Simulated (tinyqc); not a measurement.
# One-diode model of a solar cell, step by step

Computed by the program tinyqc: `OMP_NUM_THREADS=1 python tinyqc.py 2280118 2280119 out.jsonl`, one thread of a shared Intel Xeon 2.30GHz, about 0.01 s for the whole run. Printed values are rounded.

J is the current delivered and Vj = V + J Rs the junction voltage. J = X JL - J01 (exp(Vj/(n1 Vt)) - 1) - Vj/Rp. The photocurrent does not depend on voltage.

Parameters, values chosen for the exercise; values of the order met in cells of a lead-halide perovskite: temperature T = 300 K; photocurrent at one sun JL = 19.6 mA/cm^2; concentration X = 1 suns; saturation current of the diode J01 = 4.5e-13 A/cm^2; ideality factor of the diode n1 = 1.67; series resistance Rs = 0 ohm cm^2; shunt resistance Rp = 2000 ohm cm^2; incident power at one sun Pin = 100 mW/cm^2.

Constants: q = 1.602176634e-19 C, kB = 1.380649e-23 J/K, Vt = kB T/q. Results are converted to the units shown.

## Starting value

Vj = n1 Vt ln(X JL/J01), the open-circuit voltage of the J01 term alone.

Vj at the start = 1.05762 V

## Iteration 1: new Vj

Open circuit: J(Vj) = 0. G = -dJ/dVj = J01 exp(Vj/(n1 Vt))/(n1 Vt) + 1/Rp. Vj(new) = Vj + J/G.

J = -0.528809 mA/cm^2
G = 0.454489 S/cm^2
Vj after iteration 1 = 1.05645 V

## Iteration 2: new Vj

As before.

J = -0.00705445 mA/cm^2
G = 0.442417 S/cm^2
Vj after iteration 2 = 1.05644 V

## Course of the iteration

Stop when the step is below 1e-10 V, or after 80 iterations.

Course of the iteration:
```
iteration  Vj before the step (V)   step (V)
1                         1.05762   -1.16e-3
2                         1.05645   -1.59e-5
3                         1.05644   -2.94e-9
4                         1.05644  -2.22e-16
```

Converged in 4 iterations.

## Figures of merit

Jsc at V = 0, Voc at J = 0, the maximum power point where J (1 + 2 Rs G) = G Vj with G = -dJ/dVj; FF = Vmp Jmp/(Voc Jsc); efficiency Vmp Jmp/(X Pin). Empirical fill factor without parasitics FF0 = (v - ln(v + 0.72))/(v + 1), v = Voc/(n1 Vt).

Jsc = 19.6 mA/cm^2
Voc = 1.05644 V
Vmp = 0.921423 V
Jmp = 18.3033 mA/cm^2
FF = 0.814494
efficiency = 16.8651 %
FF0 = 0.834062

FF is 2.3 % below FF0. Removing one loss at a time changes the efficiency by: shunt +0.43 points.
